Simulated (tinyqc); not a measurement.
Polycrystal bounds against single-crystal directions: anisotropic elasticity and sound waves of a cubic crystal. Computed by tinyqc, a small Python program. Command: `OMP_NUM_THREADS=1 python tinyqc.py 3007723 3007724 out.jsonl cubicelastic walk`. One thread of a shared host (Intel(R) Xeon(R) Processor @ 2.30GHz), about 0.01 s of CPU time with the checks.

Voigt order 1..6 = xx, yy, zz, yz, xz, xy, with engineering shear strains. The rotated frame has x' as named, z' along the wafer normal and y' = z' x x'.

Inputs (values chosen for the exercise, modelled on tantalum): C11 = 262.7 GPa; C12 = 160.8 GPa; C44 = 82.7 GPa.

Frame: (113) wafer, x' along [1-10].

Method. S11 = (C11 + C12)/D, S12 = -C12/D, D = (C11 - C12)(C11 + 2 C12), S44 = 1/C44. Zener ratio A = 2 C44/(C11 - C12); S0 = S11 - S12 - S44/2; H = 2 C44 + C12 - C11. B = (C11 + 2 C12)/3; Voigt G = (C11 - C12 + 3 C44)/5; Reuss G = 5/(4 (S11 - S12) + 3 S44); Hill is their mean; E = 9BG/(3B + G), nu = (3B - 2G)/(6B + 2G). Along <hkl>, with g = 0, 1/4, 1/3: 1/E = S11 - 2 S0 g; for a film with that normal C33 = C11 + 2 H g and M = [6B - (3B - C33) - (3B - C33)^2/C33]/2.

S11 = 7.11284 1/TPa

S12 = -2.70070 1/TPa

S44 = 12.0919 1/TPa

S0 = 3.76759 1/TPa

H = 63.5 GPa

Zener ratio A = 1.62316

bulk modulus B = 194.77 GPa

Averages:
```
average,G (GPa),E (GPa),nu
Voigt,70.000,187.53,0.33952
Reuss,66.199,178.39,0.34735
Hill,68.099,182.97,0.34343
```

Directions:
```
direction,E (GPa),biaxial modulus M (GPa)
<100>,140.59,226.65
<110>,191.24,296.71
<111>,217.34,316.83
```

What does the comparison show, and why?

The bounds on G differ by 5.7 %, while E varies by a factor 1.55 with direction; with A above 1 the stiffest axis is <111>. Under a fixed mismatch strain, grains with a <100> normal store the least energy.

Extremes, crossings and ranges named in words are read from the listed rows.
